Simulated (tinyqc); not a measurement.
Inside a calculation. Method: geometry optimisation on the UHF/sto-6g surface (energies and gradients from PySCF), for H3, spin multiplicity 2. Computed by tinyqc, a small Python program that keeps every step (integrals from PySCF). Settings: charge = 0, multiplicity = 2, basis = sto-6g, optimiser = bfgs, first Hessian = 0.6, largest step = 0.3, iteration cap = 30. Command: `OMP_NUM_THREADS=1 python tinyqc.py 24968 24969 out.jsonl` (the two numbers bound the seeds that draw the settings). One thread of a shared host (Intel(R) Xeon(R) Processor @ 2.60GHz), about 2 s of CPU time with the checks.

positions at the start (bohr):
```
           x         y         z
1H   0.03590  -0.06803   0.01890
2H   0.10393  -0.01134   1.39273
3H  -0.01134   0.00000  -1.38139
```

Stop when the largest gradient component is below 3e-5 hartree/bohr. The inverse Hessian follows the BFGS update with s = step, y = change of gradient.

Course of the optimisation:
```
step  E (hartree)  largest gradient (hartree/bohr)
1      -1.5198923                         1.42e-01
2      -1.5548169                         3.55e-02
3      -1.5582062                         1.28e-02
4      -1.5587934                         2.63e-03
5      -1.5588412                         3.15e-03
6      -1.5589884                         9.71e-03
7      -1.5594638                         1.99e-02
8      -1.5614303                         3.92e-02
9      -1.5685854                         5.90e-02
10     -1.5808866                         3.40e-02
11     -1.5875236                         1.68e-02
12     -1.5915428                         9.52e-03
13     -1.5938095                         1.41e-02
14     -1.5952332                         1.32e-02
15     -1.5962152                         3.58e-03
16     -1.5966357                         7.19e-03
17     -1.5969386                         1.13e-03
18     -1.5970390                         6.52e-03
19     -1.5971262                         1.88e-03
20     -1.5971735                         3.04e-03
21     -1.5972046                         9.73e-04
22     -1.5972163                         3.13e-03
23     -1.5972309                         3.67e-04
24     -1.5972376                         1.58e-03
25     -1.5972419                         9.26e-04
26     -1.5972456                         8.79e-04
27     -1.5972476                         8.51e-04
28     -1.5972439                         2.99e-03
29     -1.5972490                         4.17e-04
30     -1.5972498                         1.70e-04
```

Can the last value be used, and what does the course show?

Not by the stop rule, although the second column moves by less than 1e-05 over the last three steps. Not converged within 30 steps: the energy rises at some steps, so steps overshoot.
